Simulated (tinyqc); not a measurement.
Charge pumping in an n-channel transistor: two steps of the calculation.

The gate is pulsed from accumulation to inversion and back. Energies E are counted from the intrinsic level; Dit(E) = D0 [1 + b (2 E/Eg)^2]. During each edge the traps near the bands emit their carriers, and those between Eh and Ee recombine once a cycle.

Values chosen for this exercise; band and dielectric values close to those of silicon: temperature T = 300 K; band gap Eg = 1.12 eV; conduction-band density of states at 300 K Nc = 2.75e19 cm^-3; valence-band density of states at 300 K Nv = 2.69e19 cm^-3; gate area A = 92 um^2; trap density at midgap D0 = 2.1e11 cm^-2 eV^-1; rise of the trap density towards the band edges b = 6.6; cross-section for electrons sn = 1.9e-16 cm^2; cross-section for holes sp = 3.3e-15 cm^2; thermal velocity at 300 K, one nominal value for electrons and holes vth = 1.8e7 cm/s; Vth - Vfb dV = 0.86 V; pulse height Va = 2.4 V; frequency f = 57000 Hz; rise time tr = 540 ns; fall time tf = 600 ns.

Constants: q = 1.602176634e-19 C, kB = 1.380649e-23 J/K, Vt = kB T/q. Results are converted to the units shown.

Question 1. Emission levels. ni = sqrt(Nc Nv) exp(-Eg/(2 Vt)), Eg in volts; emission times te = (dV/Va) tf and th = (dV/Va) tr; Ee = -Vt ln(vth sn ni te), Eh = +Vt ln(vth sp ni th).

Wanted: ni; te; th; Ee; Eh.

Answer 1.

ni = 1.064e10 cm^-3
te = 215.0 ns
th = 193.5 ns
Ee = 0.3040 eV
Eh = -0.2329 eV

The window covers 47.9 % of the gap.

Question 2. Pumped charge and current. Nit = integral of Dit from Eh to Ee = D0 [Ee - Eh + 4 b (Ee^3 - Eh^3)/(3 Eg^2)], Qcp = q A Nit, Icp = f Qcp.

Ee = 0.30397641 eV
Eh = -0.23290168 eV

Find: Nit; mean Dit; traps pumped a cycle; Icp.

Answer 2.

Nit = 1.7274e11 cm^-2
mean Dit = 3.2174e11 cm^-2 eV^-1
traps pumped a cycle = 1.5892e5
Icp = 1451.3 pA

Range of the model: The Fermi levels of inversion and accumulation are taken to lie beyond Ee and Eh, the flat tops to fill all traps, and no geometric current is added.

Program tinyqc, `OMP_NUM_THREADS=1 python tinyqc.py 2030054 2030055 out.jsonl`; Intel Xeon 2.30GHz, shared host, one thread, about 0.01 s.
